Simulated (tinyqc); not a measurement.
MOS capacitor with interface traps: C-V stretch-out, conductance peak and subthreshold swing: one step, computed by the program tinyqc.

Energies at the interface are counted from the valence band. psi > 0 means bending towards depletion, so the surface potential is -psi. Boltzmann statistics, full ionisation, no quantum confinement. Traps are neutral when filled up to E_n, with a sharp (zero-temperature) occupation.

Task: Conductance peak. v = sqrt(3 k_B T/m) with the majority mass; surface density n_s = N exp(-psi/k_B T); tau = 1/(sigma v n_s); for a continuum of levels G_p/omega = C_it ln(1 + omega^2 tau^2)/(2 omega tau), which peaks at omega tau = 1.98, the frequency 1.98/(2 pi tau); potential fluctuations are left out.

Inputs (values chosen for the exercise, modelled on silicon, with an insulator like SiO2): electron mass m_e = 0.336 m_0; doping N = 4.3e+15 cm^-3; capture cross-section sigma = 2e-15 cm^2; band bending towards depletion psi = 0.65 V; temperature T = 300 K.

Substrate: n-type. Trap spectrum: flat.

k_B T = 0.02585200 eV

C_it = 0.04806530 microF/cm^2

Constants: k_B = 1.380649e-23 J/K; m_0 = 9.1093837015e-31 kg.

Give: v; n_s; trap time constant; peak frequency; peak of G_p/omega.

Result:

v = 2.015e+07 cm/s

n_s = 51755 cm^-3

trap time constant = 479.5 s

peak frequency = 6.572e-04 Hz

peak of G_p/omega = 0.01934 microF/cm^2

Caution: near and beyond midgap the traps also exchange with the minority band, so this majority-carrier time constant and peak do not apply.
